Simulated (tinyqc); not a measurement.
Metal gate on a two-layer dielectric stack with fixed charge and a dipole: one step of the calculation.

Gate, layer 2, layer 1, p-type semiconductor; x runs from the gate inwards. Charges are counted in units of +q. psi is the band bending at the surface, positive towards inversion. Classical charge, Boltzmann statistics, no interface traps.

Question. Flat-band voltage, term by term. EOT = 3.9 (t1/e1 + t2/e2), Cox = eps0/(t1/e1 + t2/e2); phi_ms = pM - (chi + Eg - Vt ln(Nv/Na)). Vfb = phi_ms + Vd - (q/eps0) [Q1 (t1/e1 + t2/e2) + Q2 t2/e2 + r1 (t1^2/(2 e1) + t1 t2/e2) + r2 t2^2/(2 e2)]: each charge counts with its electrical distance from the gate.

Inputs (values chosen for the exercise); band and dielectric values close to those of silicon, layer 1 close to silicon dioxide, layer 2 close to hafnium oxide: temperature T = 300 K; band gap Eg = 1.11 eV; valence-band density of states at T Nv = 2.6e19 cm^-3; electron affinity chi = 4.13 eV; acceptor density Na = 4.6e17 cm^-3; work function of the gate metal pM = 5.11 eV; thickness of layer 1, next to the semiconductor t1 = 1.2 nm; relative permittivity of layer 1 e1 = 4.02; thickness of layer 2, next to the gate t2 = 3.6 nm; relative permittivity of layer 2 e2 = 22.3; fixed charge at the semiconductor interface Q1 = 1.4e11 cm^-2; fixed charge between the layers Q2 = 5.1e11 cm^-2; uniform charge density in layer 1 r1 = 0 cm^-3; uniform charge density in layer 2 r2 = -1.9e18 cm^-3; flat-band shift by a dipole layer between the layers Vd = 0 V.

Constants: q = 1.602176634e-19 C, kB = 1.380649e-23 J/K, Vt = kB T/q, eps0 = 8.8541878128e-14 F/cm where lengths are in cm. Results are converted to the units shown.

Find: terms; Vfb.

Answer.

terms (V): phi_ms -0.025697, dipole 0.000000, Q1 -0.011652, Q2 -0.014898, r1 0.000000, r2 0.009990
Vfb = -0.042256 V

Apart from phi_ms the largest term is that of Q2, -14.9 mV; all charges and the dipole together move Vfb by -16.6 mV.

Numbers from tinyqc (`OMP_NUM_THREADS=1 python tinyqc.py 2010156 2010157 out.jsonl`; about 0.01 s on one thread of a shared Intel Xeon 2.30GHz).
